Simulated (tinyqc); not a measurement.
# Strained alloy layer of GaSb and GaAs on (001) InP, model-solid band line-up, step by step

Program tinyqc, `OMP_NUM_THREADS=1 python tinyqc.py 2690119 2690120 out.jsonl`; Intel Xeon 2.30GHz, shared host, one thread, about 0.01 s. Printed values are rounded.

The layer is x parts of the first compound and 1 - x of the second, grown coherently on the third as substrate and barrier. Rows of the table: lattice constant a, average valence level Ea on an absolute scale, spin-orbit splitting so, gaps at Gamma, X and L, hydrostatic deformation potentials av and ac (Gamma), shear potential b, elastic constants, electron and heavy-hole (along z) masses. All are interpolated linearly in x; gaps get -C x (1 - x), taken wholly in the conduction band; real line-ups can differ from this model by 0.1 eV or more.

Parameters, values chosen for the exercise:
```
symbol,value,unit,meaning
x,0.4,,fraction of the first compound in the layer
CG,1.43,eV,bowing of the Gamma gap
CX,1.2,eV,bowing of the X gap
CL,1.2,eV,bowing of the L gap
Lw,4.3,nm,layer thickness
```

Constants: q = 1.602176634e-19 C, hbar = 1.054571817e-34 J s, h = 6.62607015e-34 J s, m0 = 9.1093837015e-31 kg, c = 299792458 m/s, hbar^2/(2 m0) = 0.0380998212 eV nm^2. Results are converted to the units shown.

## Relaxed alloy and strain

Binary compounds, values chosen for the exercise:
```
              close to GaSb  close to GaAs  close to InP
a (angstrom)          6.096          5.653         5.869
Ea (eV)               -6.25          -6.92         -7.04
so (eV)                0.75          0.339         0.111
EG (eV)               0.728           1.42          1.34
EX (eV)                1.04           1.92          2.22
EL (eV)               0.822           1.71          1.91
av (eV)               0.796           1.16          1.26
ac (eV)                -6.8          -7.07         -5.07
b (eV)                   -2          -1.72         -1.71
c11 (GPa)              88.5            117           102
c12 (GPa)              40.7           54.1          56.9
me (m0)              0.0395         0.0671        0.0795
mh (m0)               0.248          0.349         0.537
```

In-plane strain e = (a_substrate - a)/a, e_z = -2 (c12/c11) e, volume change 2 e + e_z.

a = 5.830200 angstrom
Gamma gap = 0.8 eV
X gap = 1.28 eV
L gap = 1.066800 eV
e = 0.6655003 %
e_z = -0.6143274 %
volume change = 0.7166733 %

The relaxed alloy has its lowest gap at Gamma (direct). The layer is under tensile in-plane strain.

## Band edges and offsets

In-plane strain e = (a_substrate - a)/a, e_z = -2 (c12/c11) e, volume change 2 e + e_z. With v = 2 e + e_z and d = 2 b (e_z - e): Eav = Ea + av v; E_hh = Eav + so/3 - d/2; E_lh = Eav - so/6 + d/4 + sqrt(so^2 + so d + 9 d^2/4)/2; E_c = Ea + so/3 + EG + ac v (Gamma). Substrate: E_v = Ea + so/3, E_c = E_v + EG. Well depths: dEc = E_c(substrate) - E_c, dEhh = E_hh - E_v(substrate), dElh likewise; strained Gamma gap E_c - max(E_hh, E_lh); positive values confine carriers in the layer.

d = 0.04689289 eV
E_hh = -6.500377 eV
E_lh = -6.451405 eV
E_c = -5.734095 eV
strained Gamma gap = 0.7173101 eV
dEc = 0.07109479 eV
dEhh = 0.5026235 eV
dElh = 0.5515951 eV

The light-hole band lies on top, by 49.0 meV. At Gamma the line-up is type I, both carriers held in the layer.

## Critical thickness

In-plane strain e = (a_substrate - a)/a. Matthews-Blakeslee for 60-degree dislocations in a single layer: hc = k (ln(hc/bv) + 1), k = bv (1 - nu/4)/(4 pi |e| (1 + nu)), nu = c12/(c11 + c12), bv = a/sqrt(2); the larger root.

nu = 0.3157963
bv = 0.4122574 nm
hc = 16.09643 nm

The layer, Lw = 4.3 nm, is thinner than hc, so it stays coherent by this criterion.

## Electron to heavy-hole transition of the well

Lowest level of a finite well of width Lw and depth V: kw Lw/2 = arctan(sqrt((mw/mb)(V - E)/E)), kw = sqrt(mw E/C), C = hbar^2/(2 m0), for electrons (dEc) and heavy holes (dEhh), mb from the substrate; transition E_c - E_hh + both levels, without exciton binding; wavelength h c/E.

electron mass in the layer = 0.05606 m0
heavy-hole mass in the layer = 0.3086 m0
electron level = 45.78950 meV
heavy-hole level = 38.85081 meV
transition energy = 0.8509220 eV
wavelength = 1457.057 nm

The light-hole band lies above the heavy-hole one here, so this need not be the lowest transition.
